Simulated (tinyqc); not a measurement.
From results back to parameters: donors with valley-orbit split 1s states. Five cases, with inputs chosen for the exercise.

Problem. The electron density is given and ND is hidden.

Each donor binds at most one electron, in any of its states. For a site s, W_s = sum over its states of g exp(E/kT), and the ionised share is 1/(1 + W_s exp(eta)), eta = (EF - Ec)/kT; n = Nc F_1/2(eta); neutrality n + NA = ND x (mean ionised share); holes are neglected. Nc from N = 2 (m kB T/(4 pi c))^(3/2) with c = hbar^2/2m0, in 1/angstrom^3; times 1e24 for 1/cm^3, m = md. F_j(eta) = (1/Gamma(j + 1)) integral_0^infinity x^j dx/(1 + exp(x - eta)), which tends to exp(eta) for eta << 0.

Constants: hbar^2/2m0 = 3.80998211 eV angstrom^2; kB = 8.617333262e-05 eV/K.

Find: eta; mean ionised share; ND.

Method. n/Nc gives eta, eta and W_s give the ionised share, and ND = (n + NA)/share.

Case 1.

Values chosen (near those of Sb in Si; not measured data):
- md = 1.051 m0 (density-of-states mass of the conduction band)
- E = (44, 34.4, 31.3) meV (binding energies of 1s(A1), 1s(T2), 1s(E))
- g = (2, 6, 4) (their degeneracies with spin)
- T = 300 K
- NA = 0 1/cm^3 (compensating acceptors, all ionised)

n = 4.4033e+17 1/cm^3

Solution.

eta = -4.112
mean ionised share = 0.565
ND = 7.8e+17 1/cm^3

Case 2.

Values chosen (near those of P in Si; not measured data):
- md = 1.06 m0 (density-of-states mass of the conduction band)
- E = (46.4, 34.7, 33.8) meV (binding energies of 1s(A1), 1s(T2), 1s(E))
- g = (2, 6, 4) (their degeneracies with spin)
- T = 500 K
- NA = 2.1e+16 1/cm^3 (compensating acceptors, all ionised)

n = 2.1484e+17 1/cm^3

Solution.

eta = -5.613
mean ionised share = 0.907
ND = 2.6e+17 1/cm^3

Case 3.

Values chosen (near those of As in Si; not measured data):
- md = 1.033 m0 (density-of-states mass of the conduction band)
- E = (55.6, 34.5, 33.7) meV (binding energies of 1s(A1), 1s(T2), 1s(E))
- g = (2, 6, 4) (their degeneracies with spin)
- T = 500 K
- NA = 0 1/cm^3 (compensating acceptors, all ionised)

n = 2.2973e+15 1/cm^3

Solution.

eta = -10.114
mean ionised share = 0.999
ND = 2.3e+15 1/cm^3

Case 4.

Values chosen (near those of As in Si; not measured data):
- md = 1.086 m0 (density-of-states mass of the conduction band)
- E = (54.7, 34.1, 33.3) meV (binding energies of 1s(A1), 1s(T2), 1s(E))
- g = (2, 6, 4) (their degeneracies with spin)
- T = 300 K
- NA = 0 1/cm^3 (compensating acceptors, all ionised)

n = 9.0457e+15 1/cm^3

Solution.

eta = -8.052
mean ionised share = 0.983
ND = 9.2e+15 1/cm^3

Case 5.

Values chosen (near those of Sb in Si; not measured data):
- md = 1.039 m0 (density-of-states mass of the conduction band)
- E = (41.2, 31.6, 28.3) meV (binding energies of 1s(A1), 1s(T2), 1s(E))
- g = (2, 6, 4) (their degeneracies with spin)
- T = 200 K
- NA = 0 1/cm^3 (compensating acceptors, all ionised)

n = 1.4814e+17 1/cm^3

Solution.

eta = -4.578
mean ionised share = 0.549
ND = 2.7e+17 1/cm^3

Computed by tinyqc, one run a case: `OMP_NUM_THREADS=1 python tinyqc.py N N+1 out.jsonl` with N = 1681747, 1681768, 1681805, 1681842, 1681930; one thread of a shared Intel(R) Xeon(R) Processor @ 2.30GHz, about 0.01 s a run at most.
